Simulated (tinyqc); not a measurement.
Inside a calculation. Model: thermal stress and diffusional relaxation in a metal film: Coble and Nabarro-Herring creep, cooling and holds. Computed by tinyqc, a small Python program that keeps every step. Command: `OMP_NUM_THREADS=1 python tinyqc.py 3027766 3027767 out.jsonl creep walk`. One thread of a shared host (Intel(R) Xeon(R) Processor @ 2.30GHz), about 0.01 s of CPU time with the checks. Intermediate numbers are printed to about 5 digits and carried at full precision; extremes and crossings named in words are read from the listed rows.

A thin film on a rigid substrate is stress-free at T0. Tension is positive and the film creeps linearly: d sigma/dt = -M (mismatch) dT/dt - sigma/tau.

Inputs (values chosen for the exercise, modelled on copper films on silicon):
```
quantity                           value        unit
biaxial modulus M                    183         GPa
expansion mismatch                  14.4      1e-6/K
atomic volume Omega                 11.8  angstrom^3
lattice prefactor D0             2.1e-05       m^2/s
lattice energy E                    2.01          eV
boundary prefactor (delta D_b)0  5.7e-15       m^3/s
boundary energy E_b                 1.11          eV
grain size d                        0.98          um
stress-free temperature T0           300           C
hold temperature T                   160           C
hold time t                          3.5           h
cooling rate                          30       C/min
```

Constants: k_B = 1.380649e-23 J/K; k_B = 8.617333262e-05 eV/K.

## Elastic stress after a quench

Thermoelastic slope = M x mismatch; sigma_0 = slope x (T0 - T).

thermoelastic slope = 2.6352 MPa/K

stress after a quench sigma_0 = 368.928 MPa

## Creep at the hold temperature

Creep rate per stress: Nabarro-Herring 14 D Omega/(k_B T d^2), Coble (14 pi) delta D_b Omega/(k_B T d^3), with D = D0 exp(-E/(k_B T)), delta D_b = (delta D_b)0 exp(-E_b/(k_B T)); 1/tau = M x (sum of both)/2 (biaxial strain rate is half the uniaxial one). Temperatures in kelvin are T(C) + 273.15. sigma(t) = sigma_0 exp(-t/tau), relaxed part sigma_0 - sigma(t); the grain size where both mechanisms are equal is pi delta D_b/D.

Nabarro-Herring rate = 2.4794e-24 1/(Pa s)

Coble rate = 6.3912e-17 1/(Pa s)

relaxation time tau = 47.500 h

stress after the hold = 342.72 MPa

stress relaxed during the hold = 26.207 MPa

crossover grain size = 2.5262e+07 um

Coble creep is 2.6e7 times as fast as Nabarro-Herring creep at this grain size. The crossover size is formal, far above any film grain. Caution: bulk creep laws overstate relaxation in a bonded film, where the substrate constrains boundary diffusion, and dislocation glide is left out.

## Stress after cooling to room temperature

Cooling from T0 at the constant rate: d sigma/dT = -slope + sigma/(tau(T) x rate), integrated to 25 C (stiff solver, tolerance 1e-9). Effective stress-free temperature T_eff = 25 C + sigma/slope.

stress at 25 C = 707.65 MPa

effective stress-free temperature = 293.54 C

Creep during cooling removes 2.4 % of the elastic value. Caution: bulk creep laws overstate relaxation in a bonded film, and dislocation glide would cap stresses above the yield stress.

## Where a fixed hold relaxes most

For each hold temperature: sigma_0 = slope (T0 - T), relaxed stress sigma_0 (1 - exp(-t/tau)), initial rate sigma_0/tau. In confined lines the relaxed part appears as void volume.

Holds:
```
T (C)  sigma_0 (MPa)     tau (h)  relaxed (MPa)  initial rate (MPa/h)
25            724.68  2.3031e+07     1.1013e-04            3.1465e-05
50            658.80  8.8253e+05     2.6127e-03            7.4649e-04
75            592.92  5.4325e+04     3.8199e-02            1.0914e-02
100           527.04  4.8819e+03     3.7772e-01            1.0796e-01
125           461.16  5.9623e+02     2.6992e+00            7.7345e-01
150           395.28  9.3704e+01     1.4492e+01            4.2184e+00
175           329.40  1.8163e+01     5.7733e+01            1.8135e+01
200           263.52  4.1997e+00     1.4900e+02            6.2748e+01
225           197.64  1.1278e+00     1.8877e+02            1.7525e+02
250           131.76  3.4422e-01     1.3175e+02            3.8277e+02
275            65.88  1.1733e-01     6.5880e+01            5.6148e+02
```

The relaxed stress peaks at 225 C among these rows: colder holds have more stress but slower diffusion, hotter ones faster diffusion but less stress. The initial rate peaks about k_B T^2/E_b = 26 K below T0 when boundaries dominate; its largest row is 275 C. Caution: dislocation glide would cap stresses above the yield stress; capping layers can block the surface and boundary paths, and threshold stresses are ignored.

Checks made by the program: cooling integral by quadrature (relative difference below 1e-10).
